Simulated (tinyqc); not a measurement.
Double-gate transistor, scale length and short-channel effects: course of the iteration: decay constant by Newton steps.

A body of thickness ts between two insulators of thickness ti and two tied gates. Below threshold the potential that source and drain add obeys Laplace's equation and vanishes on the gate. Its lowest mode decays along the channel as exp(-k y); k is the smallest positive root of the matching condition at the interface, and the scale length is Lambda = pi/k.

f(k) = ei cos(k ti) cos(k ts/2) - eps_r sin(k ti) sin(k ts/2); f' by a central difference with +/- 1e-5 1/nm; k(new) = k - f/f'.

Stop when k changes by less than 1e-10 1/nm, or after 30 iterations.

Parameters, values chosen for the exercise; permittivities: semiconductor close to that of indium arsenide, insulator close to that of silicon nitride:

| symbol | value | unit | meaning |
|---|---|---|---|
| eps_r | 15.2 |  | relative permittivity of the semiconductor |
| ei | 7.56 |  | relative permittivity of the insulator |
| ti | 2.6 | nm | insulator thickness |
| ts | 4.6 | nm | body thickness |

k at the start = 0.255 1/nm

Course of the iteration:

| iteration | k (1/nm) | \|change\| (1/nm) |
|---|---|---|
| 1 | 0.250929 | 4.07e-3 |
| 2 | 0.250915 | 1.39e-5 |
| 3 | 0.250915 | 1.67e-10 |
| 4 | 0.250915 | < 1e-15 |

Did this iteration meet its convergence test, and what does its course show?

Yes. Converged in 4 iterations. The change falls from 0.0041 in the first iteration to below the tolerance in the last.

Program tinyqc, `OMP_NUM_THREADS=1 python tinyqc.py 2420038 2420039 out.jsonl`; Intel Xeon 2.30GHz, shared host, one thread, about 0.01 s.
